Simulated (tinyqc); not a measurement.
What each input does: carrier statistics of a doped semiconductor with parabolic bands.

Eg(T) = Eg0 - al T^2/(T + be); m_de = Mv^(2/3) (ml mt^2)^(1/3); m_dh = (mhh^(3/2) + mlh^(3/2))^(2/3); Nc and Nv from N = 2 (m kB T/(4 pi c))^(3/2) with c = hbar^2/2m0, in 1/angstrom^3; times 1e24 for 1/cm^3.

Energies are counted from Ev, so Ec = Eg. n = Nc F_1/2((EF - Eg)/kT), p = Nv F_1/2(-EF/kT), ND+ = ND/(1 + 2 exp((EF - Eg + ED)/kT)), NA- = NA/(1 + 4 exp((EA - EF)/kT)); neutrality asks p + ND+ = n + NA-. F_j(eta) = (1/Gamma(j + 1)) integral_0^infinity x^j dx/(1 + exp(x - eta)), which tends to exp(eta) for eta << 0.

Constants: hbar^2/2m0 = 3.80998211 eV angstrom^2; kB = 8.617333262e-05 eV/K.

Inputs chosen for the exercise (near those of Ge; the results hold for these values, not for the real material): Eg0 = 0.7519 eV (gap at 0 K); al = 0.000475 eV/K (Varshni alpha); be = 231 K (Varshni beta); ml = 1.64 m0 (longitudinal electron mass); mt = 0.0788 m0 (transverse electron mass); Mv = 4 (equivalent valleys); mhh = 0.333 m0 (heavy-hole mass); mlh = 0.0426 m0 (light-hole mass); ND = 1.2e+12 1/cm^3 (donors); NA = 5.7e+16 1/cm^3 (acceptors); ED = 0.012 eV (donor level below Ec); EA = 0.0114 eV (acceptor level above Ev); T = 500 K.

Neutrality solved anew for each case.

One parameter was then changed.

Results before and after:
```
case     EF (eV)  n (1/cm^3)  p (1/cm^3)
base      0.2239    4.51e+15    5.99e+16
changed   0.2261    1.49e+15    5.70e+16
```

Which of these changes was made? (a) ND = 2.4e+12 1/cm^3; (b) Eg0 = 0.8019 eV; (c) mt = 0.0946 m0; (d) NA = 2.85e+16 1/cm^3; (e) EA = 0.0171 eV; (f) T = 480 K; (g) mhh = 0.3996 m0.

Answer: (b) Eg0 = 0.8019 eV. Of the candidates, run in turn, only this one gives the changed row.

All candidates:
```
case                  EF (eV)  n (1/cm^3)  p (1/cm^3)
base                   0.2239    4.51e+15    5.99e+16
T = 480 K              0.2143    1.92e+15    5.73e+16
ND = 2.4e+12 1/cm^3    0.2239    4.51e+15    5.99e+16
NA = 2.85e+16 1/cm^3   0.2464    7.59e+15    3.56e+16
Eg0 = 0.8019 eV        0.2261    1.49e+15    5.70e+16
mt = 0.0946 m0         0.2233    5.34e+15    6.07e+16
mhh = 0.3996 m0        0.2342    5.72e+15    6.15e+16
EA = 0.0171 eV         0.2241    4.52e+15    5.97e+16
```

tinyqc: `OMP_NUM_THREADS=1 python tinyqc.py 1650237 1650238 out.jsonl`; about 0.01 s, one thread, shared Intel(R) Xeon(R) Processor @ 2.30GHz.
